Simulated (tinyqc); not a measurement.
From results back to parameters: image-charge renormalisation of a gap near a dielectric or metal. Five cases, with inputs chosen for the exercise.

Problem. A small molecule or defect in vacuum at height z above the image plane of a substrate has both its electron and hole levels stabilised by (e^2/4 pi eps0)(es - 1)/((es + 1) 4 z), so its gap shrinks by twice that. The reduced gap is given.

Constants: e^2/(4 pi eps0) = 14.39964547 eV angstrom.

Find: reduction; (es - 1)/(es + 1); z.

Method. z = (e^2/4 pi eps0)(es - 1)/((es + 1) 2 x reduction). Local and hybrid functionals miss this shift, since it is a non-local correlation effect.

Case 1.

Values chosen: E0 = 2.03 eV (quasiparticle gap far from the surface); es = 2.3 (dielectric constant of the substrate (1e4: a metal)).

gap near the surface = 1.19580 eV

Solution.

reduction = 0.8342 eV
(es - 1)/(es + 1) = 0.3939
z = 3.40 angstrom

Case 2.

Values chosen: E0 = 5.26 eV (quasiparticle gap far from the surface); es = 2.3 (dielectric constant of the substrate (1e4: a metal)).

gap near the surface = 4.80253 eV

Solution.

reduction = 0.4575 eV
(es - 1)/(es + 1) = 0.3939
z = 6.20 angstrom

Case 3.

Values chosen: E0 = 3.79 eV (quasiparticle gap far from the surface); es = 3.9 (dielectric constant of the substrate (1e4: a metal)).

gap near the surface = 3.15401 eV

Solution.

reduction = 0.6360 eV
(es - 1)/(es + 1) = 0.5918
z = 6.70 angstrom

Case 4.

Values chosen: E0 = 6.11 eV (quasiparticle gap far from the surface); es = 4.5 (dielectric constant of the substrate (1e4: a metal)).

gap near the surface = 5.13517 eV

Solution.

reduction = 0.9748 eV
(es - 1)/(es + 1) = 0.6364
z = 4.70 angstrom

Case 5.

Values chosen: E0 = 8.09 eV (quasiparticle gap far from the surface); es = 10000 (dielectric constant of the substrate (1e4: a metal)).

gap near the surface = 5.69054 eV

Solution.

reduction = 2.3995 eV
(es - 1)/(es + 1) = 0.9998
z = 3.00 angstrom

Computed by tinyqc, one run a case: `OMP_NUM_THREADS=1 python tinyqc.py N N+1 out.jsonl` with N = 1880568, 1880612, 1880614, 1880662, 1880673; one thread of a shared Intel(R) Xeon(R) Processor @ 2.30GHz, about 0.02 s a run at most.
